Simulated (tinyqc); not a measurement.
## Bulk resistivity and mean free path from two films

Question. In the thick-film limit single-crystal films obey rho = rho0 (1 + 3 (1 - ps) lam/(8 d)). Find rho0, lam and the product rho0 lam.

Parameters, values chosen for the exercise: specular share of surface scattering ps = 0.

rho at d = 80 and 350 nm (uohm cm): [2.0037063, 1.7617043]

Solution. rho is a straight line in 1/d: the intercept is rho0 and the slope (3/8)(1 - ps) rho0 lam. Without ps only the product (1 - ps) lam could be found.

rho0 = 1.69 uohm cm
lam = 39.6 nm
rho0 lam = 66.9 uohm cm nm

Numbers from tinyqc (`OMP_NUM_THREADS=1 python tinyqc.py 2100011 2100012 out.jsonl`; about 0.01 s on one thread of a shared Intel Xeon 2.30GHz).
